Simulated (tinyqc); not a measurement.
Inside a calculation: shallow acceptor in the spherical four-band model. Values are carried at full precision from step to step, so a last printed digit may differ when a step is redone from the rounded ones.

Units Ry* = Ry/(g1 eps^2) and a* = a0 eps g1; mu = (6 g3 + 4 g2)/(5 g1) is the spherical heavy-light coupling and delta = (g3 - g2)/g1 the cubic term, which is left out.

Constants: Ry = 13.60569312 eV; a0 (Bohr radius) = 0.5291772105 angstrom.

Values chosen for the exercise (near those of a shallow acceptor in Ge; shifted at random, so the results belong to these values and not to a real crystal): g1 = 13.39 (Luttinger gamma1); g2 = 4.23 (gamma2); g3 = 5.68 (gamma3); eps = 16.1 (dielectric constant); al = (0.423, 2.54, 15.2) 1/a*^2 (exponents a_i, the same for f and g); Dso = 0.289 eV (spin-orbit splitting).

## Units and couplings

Give Ry*, a*, mu, delta and the spherical masses 1/(g1 (1 -/+ mu)).

Ry* = 3.920 meV
a* = 114.08 angstrom
mu = 0.76176
delta = 0.1083

heavy and light mass (m0): 0.3135  0.0424

A hydrogen model with the heavy mass would bind by Ry*/(1 - mu) = 16.5 meV and with the light mass by 2.2 meV. delta/mu = 0.14: the cubic term is a modest correction.

## Matrices in a small basis

The ground state 1S3/2 has an L = 0 part f(r) and an L = 2 part g(r). In units of Ry* and a*, with Gaussians f_i = exp(-a_i r^2), g_i = r^2 exp(-a_i r^2), A = a_i + a_j and I(n) = Gamma((n + 1)/2)/(2 A^((n + 1)/2)): S_ff = I(2), S_gg = I(6), H_ff = (6 a_i a_j/A) I(2) - 2 I(1), H_gg = (14 a_i a_j/A) I(6) - 2 I(5), H_fg = -mu [15 I(2) - 20 a_j I(4) + 4 a_j^2 I(6)]; each function is then normalised. The split-off band is left out.

Form S and H.

S, lower triangle:
```
        f1      f2      f3      g1      g2      g3
f1  1.0000
f2  0.5852  1.0000
f3  0.1849  0.5863  1.0000
g1       0       0       0  1.0000
g2       0       0       0  0.2865  1.0000
g3       0       0       0  0.0195  0.2877  1.0000
```

H (Ry*), lower triangle:
```
         f1       f2        f3      g1       g2       g3
f1  -0.8067
f2  -1.0001   2.5335
f3  -1.1930   2.0830   33.1571
g1  -1.2480  -2.1468   -0.8739  1.8539
g2  -0.3575  -7.4937  -12.9021  0.8608  15.0672
g3  -0.0243  -2.1560  -44.8445  0.0196   7.3075  99.7638
```

## Ground state in the small basis

Solve H u = E S u for the lowest level of the acceptor; the first half of the basis is L = 0 and the second L = 2. Give E, E without the f-g block, and the L = 2 weight u_g S_gg u_g with u S u = 1.

E = -2.100 Ry*
E without coupling = -0.888 Ry*
L = 2 weight = 0.247

Without the coupling the exact value is -1, which this basis, tuned to the compact coupled state, misses by 0.112. The coupling to L = 2 takes the level to 2.10 times that exact value.

## Converged result

Converged values use 22 exponents 2.2^i, i = -7 to 14, for f and for g.
Ground and next level of the same symmetry, L = 2 weight and mean radius.

1S3/2 and 2S3/2 (Ry*): -2.231  -0.662

binding energies (meV): 8.7  2.6

L = 2 weight = 0.268
<r> = 84.4 angstrom

The small basis reaches 94 % of the binding. The ratio 1S/2S is 3.37 (4 for hydrogen). The binding is 0.03 of Dso, so leaving out the split-off band is safe.

## Checks

- Level at mu = 0 against -1 Ry*: both -1.0000.
- Ground level from a second, denser basis, Ry*: both -2.231.

tinyqc: `OMP_NUM_THREADS=1 python tinyqc.py 1250570 1250571 out.jsonl`; about 0.07 s, one thread, shared Intel(R) Xeon(R) Processor @ 2.30GHz.
